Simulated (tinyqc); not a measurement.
Changing the image contrast (as defocus does): chemically amplified photoresist: aerial image, acid generation, bake, development and line width. Computed by tinyqc, a small Python program. Command: `OMP_NUM_THREADS=1 python tinyqc.py 3004359 3004360 out.jsonl resist sweep`. One thread of a shared host (Intel(R) Xeon(R) Processor @ 2.30GHz), about 0.03 s of CPU time with the checks.

Lines and spaces of pitch p with a two-beam-like image; x = 0 is the middle of the bright space. The resist is positive and treated as uniform in depth.

Inputs (values chosen for the exercise, for a model resist at 13.5 nm):
```
quantity                                         value     unit
pitch p                                             27       nm
mean dose E                                       16.4  mJ/cm^2
Dill parameter C                                 0.033  cm^2/mJ
quencher load q, relative to the acid generator   0.19        -
acid diffusivity D                               0.054   nm^2/s
bake time t                                         60        s
amplification rate k_amp                         0.035      1/s
threshold protection m_th                         0.51        -
development selectivity n                           12        -
largest rate r_max                                 270     nm/s
smallest rate r_min                              0.058     nm/s
resist thickness d                                  34       nm
development time t_d                                30        s
photon energy                                    91.84       eV
absorption coefficient alpha                       6.4     1/um
```

Method:
- Dose E(x) = E [1 + c cos(2 pi x/p)]; acid h = 1 - exp(-C E(x)).
- Bake: the acid image is blurred by a Gaussian of variance sigma^2 = 2 D t (each Fourier term k of h, taken on 64 points, is multiplied by exp(-4 pi^2 k^2 D t/p^2)).
- Cosine coefficients: h(x) = sum_k h_k cos(2 pi k x/p).
- The quencher then removes q, h_eff = max(h_blurred - q, 0); protection m = exp(-k_amp t h_eff).
- Mack rate r = r_max (a + 1)(1 - m)^n/(a + (1 - m)^n) + r_min, a = ((n + 1)/(n - 1))(1 - m_th)^n.
- Edge: vertical development clears the film where r t_d >= d; the space width is twice the x where r = d/t_d.
- Dose sensitivity = d ln(width)/d ln E from widths at 1.005 E and E/1.005; image log-slope at the edge = |d ln E/dx|, normalised by the width (NILS); latitude for 10 % of width = 10 %/sensitivity.
- The edge lies at x = width/2.
- Absorbed photons per volume N = E(edge) alpha/(photon energy), 1 mJ/cm^2 = 62.41509 eV/nm^2, alpha in 1/nm; a Gaussian blur averages over a volume V = (2 sqrt(pi) sigma)^3; relative noise 1/sqrt(N V); edge noise sigma_x = (dh/d ln E) noise/|dh/dx|, with both derivatives of the blurred acid at the edge.

One run for each value:
```
image contrast c  dose latitude (%)  space width (nm)  edge noise from photons (nm)   NILS
0.25                           4.05             20.12                         3.772  1.017
0.36                           6.35             17.69                         2.109  1.575
0.46                           8.12             16.59                         1.541  1.984
0.57                           9.98             15.83                         1.191  2.388
0.68                          11.81             15.30                         0.966  2.759
0.79                          13.67             14.90                         0.807  3.101
0.89                          15.39             14.61                         0.697  3.390
1.00                          17.34             14.34                         0.601  3.681
```

Over the rows, dose latitude (%) rises from 4.05 to 17.3 (exponent d ln y / d ln x 1.2 between the first rows and 1.0 between the last); space width (nm) falls from 20.1 to 14.3 (exponent d ln y / d ln x -0.35 between the first rows and -0.16 between the last); edge noise from photons (nm) falls from 3.77 to 0.601 (exponent d ln y / d ln x -1.6 between the first rows and -1.3 between the last).

Caution (all rows): lateral development, standing waves and the joint diffusion of acid and quencher are left out, so widths are indicative. Caution (all rows): the noise counts photons alone (acid and quencher statistics add to it) and takes the film as thicker than the blur; a thinner film averages in two dimensions only.
